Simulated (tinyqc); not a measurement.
Doping and barrier from two capacitances.

Problem. A Schottky diode on a uniformly doped n-type layer obeys (A/C)^2 = 2 (Vbi - V - Vt)/(q eps0 eps_r Nd) in reverse bias, with phiB = Vbi + Vt ln(Nc/Nd) and image force ignored. Find Nd, Vbi and phiB.

Parameters, values chosen for the exercise; band and dielectric values close to those of 4H silicon carbide:
- T = 273 K (temperature)
- eps_r = 9.76 (relative permittivity)
- Nc = 1.5e19 cm^-3 (conduction-band density of states at T)
- A = 0.0062 cm^2 (diode area)

Constants: q = 1.602176634e-19 C, kB = 1.380649e-23 J/K, Vt = kB T/q, eps0 = 8.8541878128e-14 F/cm where lengths are in cm. Results are converted to the units shown.

C at V = -0.6 and -2.8 V (pF): [419.82046, 275.35096]

Solution. The slope of (A/C)^2 against -V gives Nd, the intercept Vbi - Vt, and the Fermi-level depth Vt ln(Nc/Nd) is added for the barrier.

Nd = 1.10e17 cm^-3
Vbi = 1.08 V
phiB = 1.20 eV

Numbers from tinyqc (`OMP_NUM_THREADS=1 python tinyqc.py 2020136 2020137 out.jsonl`; about 0.05 s on one thread of a shared Intel Xeon 2.30GHz).
